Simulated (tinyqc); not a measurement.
From results back to parameters: cylindrical quantum wire. Two cases, with inputs chosen for the exercise.

Problem. For a hard-walled cylinder E = c (x/R)^2/mw, c = hbar^2/2m0, with x = 2.404826 for (1,0) and 3.831706 for (1,1). The spacing of these subbands was computed from a hidden radius.

Constants: hbar^2/2m0 = 3.80998211 eV angstrom^2.

Case 1.

Values chosen (out of a larger set: near those of a GaAs wire in AlGaAs; not measured data): mw = 0.0681 m0 (mass inside).

spacing = 170.734 meV

Case 2.

Values chosen (out of a larger set: near those of a non-polar GaN wire in AlGaN; not measured data): mw = 0.2 m0 (mass inside).

spacing = 45.558 meV

Find: R; E(1,0).

Solution. R = sqrt(c (3.831706^2 - 2.404826^2)/(mw x spacing)).

Case 1.

R = 54.0 angstrom
E(1,0) = 0.1110 eV

Case 2.

R = 61.0 angstrom
E(1,0) = 0.0296 eV

Computed by tinyqc, one run a case: `OMP_NUM_THREADS=1 python tinyqc.py N N+1 out.jsonl` with N = 1280207, 1280392; one thread of a shared Intel(R) Xeon(R) Processor @ 2.30GHz, about 0.03 s a run at most.
